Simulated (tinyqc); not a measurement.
## Space-charge-limited current with shallow traps: from ohmic to space-charge-limited current

One carrier type, drift only, an injecting contact at x = 0 (zero field) and thickness L. The share th = y/(1 + y), y = (Nc/Nt) exp(-Et/kB T), of the injected charge is free: J = q mu n F, eps0 eps_r dF/dx = q (n - n0)/th.

Ohmic J = q n0 mu V/L; Mott-Gurney J = (9/8) th eps0 eps_r mu V^2/L^3; they cross at Vx = 8 q n0 L^2/(9 th eps0 eps_r); traps fill at V_TFL = q Nt L^2/(2 eps0 eps_r). Exact: with u = n0/n(L), w = -u - ln(1 - u) and v = -u - u^2/2 - ln(1 - u), V = (q n0 L^2/(th eps0 eps_r)) v/w^2 and J = q^2 n0^2 mu L/(th eps0 eps_r w).

Inputs (values chosen for the exercise):
- T = 250 K (temperature)
- eps_r = 7.3 (relative permittivity)
- mu = 0.008 cm^2/(V s) (mobility)
- L = 77 nm (thickness)
- Nc = 1.7e19 cm^-3 (band density of states)
- Nt = 2.7e18 cm^-3 (trap density)
- Et = 0.22 eV (trap depth)
- n0 = 1.3e13 cm^-3 (free carrier density in equilibrium)

Constants: q = 1.602176634e-19 C, kB = 1.380649e-23 J/K, Vt = kB T/q, eps0 = 8.8541878128e-14 F/cm where lengths are in cm. Results are converted to the units shown.

From ohmic to space-charge-limited current:
```
V (V)  J (A/cm^2)  ohmic (A/cm^2)  Mott-Gurney (A/cm^2)  d ln J/d ln V
0.07     1.585e-4        1.515e-4              1.444e-5          1.049
0.16     3.880e-4        3.462e-4              7.542e-5          1.132
0.34     9.653e-4        7.358e-4              3.405e-4          1.301
0.76     0.003023        0.001645              0.001702          1.538
1.7       0.01137        0.003679              0.008514          1.741
3.8       0.04881        0.008223               0.04254          1.870
8.3        0.2165         0.01796                0.2029          1.937
18         0.9838         0.03895                0.9545          1.970
41          5.019         0.08872                 4.952          1.987
```

What does the comparison show?

The local exponent rises from 1.05 to 1.99, passing from ohmic towards the square law around Vx = 0.735 V. In the last row J is 1.3 % above the Mott-Gurney value. For V = 18, 41 the voltage exceeds half of V_TFL = 19.8 V, near which the traps fill and the current rises steeply beyond this model. For V = 0.07, 0.16, 0.34, 0.76, 1.7 the voltage is under 100 kB T/q, where diffusion would add more than a third of the Mott-Gurney current.

Range of the model: Diffusion and a field-dependent mobility are left out. With injecting contacts the diffusion current, about 4 pi^2 Vt th eps0 eps_r mu V/L^3, equals the Mott-Gurney current at V = 35 kB T/q (0.9 V at 300 K), so the drift-only result needs V well above that.

Numbers from tinyqc (`OMP_NUM_THREADS=1 python tinyqc.py 2370111 2370112 out.jsonl`; about 0.01 s on one thread of a shared Intel Xeon 2.30GHz).
